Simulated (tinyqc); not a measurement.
Worked calculation: overlap of hydrogenic dopants: pairs, impurity band and the Mott density. Values are carried at full precision from step to step, so a last printed digit may differ when a step is redone from the rounded ones.

Ry* = Ry m/eps^2, aB = a0 eps/m. For 1s orbitals a distance rho = R/aB apart, in Ry*: overlap S = exp(-rho)(1 + rho + rho^2/3), J = (2/rho)(1 - (1 + rho) exp(-2 rho)) (attraction to the other ion), Kx = 2 (1 + rho) exp(-rho) (exchange of one electron). One electron on a pair has E = -1 - (J +/- Kx)/(1 +/- S), without the repulsion 2/rho of the ions. Hopping after orthogonalisation: t = (Kx - S J)/(1 - S^2), half the splitting. Dopants on a lattice with z neighbours, n = (3 sqrt3/4)/R^3 (bcc), give a band of width B = 2 z t, as on any lattice of two interpenetrating sublattices. Valleys, central cells and disorder are left out.

Constants: Ry = 13.60569312 eV; a0 (Bohr radius) = 0.5291772105 angstrom; hbar = 6.58211957e-16 eV s.

Parameters, chosen for this exercise (an isotropic mass and dielectric constant of the size used for donors in Si; the results hold for these values, not for the real material): m = 0.318 m0 (mass); eps = 11.7 (dielectric constant); N = 0.0037 1/aB^3 (dopant density); rho = 4.8 aB (distance of a pair); u = 0.945 Ry* (cost of a second electron on one dopant); z = 8 (neighbours in the dopant lattice).

## Scales

Form Ry*, aB, and the density N in 1/cm^3 (1/angstrom^3 = 1e24/cm^3).

Ry* = 31.606 meV
aB = 19.470 angstrom
density = 5.013e+17 1/cm^3

## A pair with one electron

Form S, J, Kx, the two levels, t, and the total energy of the lower state with the repulsion, relative to a distant pair (-1).

S, J, Kx: 0.11094  0.41650  0.09547

levels (Ry*): even -1.46084, odd -1.36110

t = 0.04987 Ry*
energy of the pair against a distant one (negative: bound) = -0.04418 Ry*

In this host the pair is 9.3 nm long and its splitting 2t is 3.15 meV.

## The pair with two electrons (two-site Hubbard model)

t is the hopping between the two dopants. Singlet at (u - sqrt(u^2 + 16 t^2))/2 below the triplet at 0; estimate 4 t^2/u; weight of double occupancy (1 - u/sqrt(u^2 + 16 t^2))/2; swap time pi hbar/Jx with Jx the splitting in eV. t and u are in units of Ry*.

singlet-triplet splitting (meV): exact 0.3291, 4 t^2/u 0.3328

double occupancy = 0.0108
swap time = 6.28 ps

The estimate is 1.1 % too high at 4t/u = 0.21.

## The impurity band at this density

Form R/aB, t, B = 2 z t and N^(1/3) aB. Two estimates of the gap between the Hubbard bands: u - B (rigid bands, closing at B = u) and the Hubbard-III rule, which closes at B = (2/sqrt3) u; give B/u.

R/aB = 7.0546
t = 0.00788 Ry*

B: in Ry* 0.126, in meV 3.985

N^(1/3) aB = 0.1547
B/u = 0.133

Both rules leave a gap: an insulator at T = 0. Mott's screening rule, N^(1/3) aB = 0.26, puts this density on the insulating side.

## Checks

- Overlap S against numerical integration in elliptic coordinates: both 0.11094.

Computed by tinyqc, a small Python program: `OMP_NUM_THREADS=1 python tinyqc.py 1482729 1482730 out.jsonl` (the numbers bound the seed that draws the inputs); one thread of a shared host (Intel(R) Xeon(R) Processor @ 2.30GHz), about 0.01 s for the whole set of steps.
